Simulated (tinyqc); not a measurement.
Raising U: Hubbard chain of 4 sites, mean field against exact. Computed by the program tinyqc. Collinear unrestricted mean field (the lowest of 40 random starts) against exact diagonalisation.

one-body matrix (hopping and site energies) (eV):
```
,1,2,3,4
1,0.0000,-1.2400,0.0000,0.0000
2,-1.2400,0.0000,-1.2400,0.0000
3,0.0000,-1.2400,0.0000,-1.2400
4,0.0000,0.0000,-1.2400,0.0000
```

electrons, up and down: 2  2

Exact and mean-field results (eV):
```
U,U/t,E exact,E mean field,mean |n_up - n_down|,"double occupancy, exact",first gap in the sector
0.6200,0.5000,-4.957624,-4.925449,0.0000,0.2241,1.3607
1.2400,1.0000,-4.433453,-4.305449,0.0000,0.1988,1.2135
2.4800,2.0000,-3.566169,-3.096327,0.3935,0.1521,0.9781
3.7200,3.0000,-2.910809,-2.284071,0.6966,0.1138,0.8021
4.9600,4.0000,-2.421900,-1.778558,0.8199,0.0849,0.6699
7.4400,6.0000,-1.775600,-1.216442,0.9177,0.0494,0.4930
9.9200,8.0000,-1.385294,-0.920166,0.9534,0.0312,0.3852
24.8000,20.0000,-0.581089,-0.371378,0.9925,0.0057,0.1618
```

Estimate the missing row, U = 14.88.

Computed row:
```
U            U/t    E exact  E mean field  mean |n_up - n_down|  double occupancy, exact  first gap in the sector
14.8800  12.0000  -0.952405     -0.617110                0.9792                   0.0152                   0.2651
```

In absolute terms mean field is worst at U/t = 4.0, 0.643 eV too high: at small U it is nearly exact, and at large U it misses only exchange-scale energies. Its local moments set in at U/t = 2.0 of those listed, a broken symmetry that the exact state of a finite cluster with equal spins does not have. Relative to the exact energy its error is 0.6 % at the smallest U, 36 % at most and 36 % at the largest. The double occupancy falls from 0.224 to 0.006; at the largest U the first gap is 0.65 times the exchange scale 4t^2/U.
